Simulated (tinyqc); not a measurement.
Perpendicular magnetic tunnel junction: magnetoresistance, thermal stability and spin-torque switching: one step of the calculation.

A circular free layer treated as one macrospin with its easy axis out of plane. mu0 = 1.25663706212e-6 H/m, gyromagnetic ratio q/m0 (g = 2). Magnetic parameters are taken as given at T.

Task. Retention of the array. A bit flips thermally at the rate exp(-Delta)/t0; the chance that any of N bits flips in ten years (3.15576e8 s) is 1 - exp[-N (time/t0) exp(-Delta)]. The Delta needed for a chance of 1e-4 follows by inversion.

Parameters, values chosen for the exercise: attempt time t0 = 1 ns; bits N = 1e6.

Delta = 64.638284

Wanted: mean life of one bit; expected flips in ten years; Delta needed.

Result.

mean life of one bit = 3.7406e11 years
expected flips in ten years = 2.6733e-5
Delta needed = 63.319

Delta exceeds the need by 1.32.

Numbers from tinyqc (`OMP_NUM_THREADS=1 python tinyqc.py 2450137 2450138 out.jsonl`; about 0.01 s on one thread of a shared Intel Xeon 2.30GHz).
